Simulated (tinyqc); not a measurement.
Worked calculation: tight binding, honeycomb lattice. One step of it, computed by the program tinyqc.

Task: Bloch Hamiltonian at k. H_AB = -t1 (1 + exp(-i k.a1) + exp(-i k.a2)); H_AA = delta - 2 t2 sum cos(k.b + phi), H_BB = -delta - 2 t2 sum cos(k.b - phi), b = a1, a2 - a1, -a2.

Parameters chosen for this model:
```
parameter     value                        unit
t1         0.850000                 eV, nearest
t2         0.190000       eV, second neighbours
phi               0  rad, phase of t2 (Haldane)
delta      1.940000          eV, +/- on A and B
```

k point k (fractions of the reciprocal vectors): 0.120000  -0.360000

Give: H(k) at k.

Result:

H(k) at k (eV):
```
                 A                B
A           2.2822  -0.9278-0.0731i
B  -0.9278+0.0731i          -1.5978
```
